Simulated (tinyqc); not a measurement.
Collinear exchange A + BC -> AB + C on a London-Eyring-Polanyi-Sato surface: saddle, string of images and rate: one step, computed by the program tinyqc. Command: `OMP_NUM_THREADS=1 python tinyqc.py 3110796 3110797 out.jsonl leps walk`. One thread of a shared host (Intel(R) Xeon(R) Processor @ 2.30GHz), about 0.06 s of CPU time with the checks.

x = r(AB), y = r(BC), r(AC) = x + y. V is counted from separated atoms, the barrier from A + BC, that is V + D(BC).

Task: One point of the surface. For each pair, with u = exp(-beta (r - r0)): Q = D [(3 + S) u^2 - (2 + 6 S) u]/(4 (1 + S)), J = D [(1 + 3 S) u^2 - (6 + 2 S) u]/(4 (1 + S)); V = Q1 + Q2 + Q3 - sqrt(((J1 - J2)^2 + (J2 - J3)^2 + (J3 - J1)^2)/2). Take x = r0(AB) + 0.3 and y = r0(BC) + 0.1 angstrom.

Inputs (values chosen for the exercise, bond data loosely for abstraction of hydrogen from a Ge-H bond by a hydrogen atom; the barrier is not fitted):
```
quantity          value        unit
D(AB)              4.76          eV
r0(AB)            0.742    angstrom
beta(AB)           1.94  1/angstrom
D(BC)              3.59          eV
r0(BC)             1.53    angstrom
beta(BC)           1.45  1/angstrom
D(AC)              3.62          eV
r0(AC)             1.53    angstrom
beta(AC)           1.45  1/angstrom
Sato parameter S   0.07           -
```

Give: the table «Pair terms» with the columns u, Q (eV), J (eV), for pair = AB, BC, AC; V.

Result:

Pair terms:
```
pair        u    Q (eV)   J (eV)
AB    0.55878  -0.43784  -3.3955
BC    0.86502   0.17096  -3.6956
AC    0.19092  -0.29613  -0.9542
```

V = -3.1674 eV
